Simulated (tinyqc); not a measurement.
Worked calculation: RKS/LDA (PW92) in the sto-3g basis, for Li+, spin multiplicity 1. One step of it, computed by the program tinyqc.

Question. Iteration 2: DIIS coefficients. Solve [B -1; -1 0][c; lambda] = [0; -1] for the coefficients, which sum to one.

B (overlaps of the stored error matrices):
```
                1               2
1   7.6477060e-03  -3.1596080e-04
2  -3.1596080e-04   1.3053748e-05
```

Give: DIIS coefficients.

Answer.

DIIS coefficients: 0.0397  0.9603
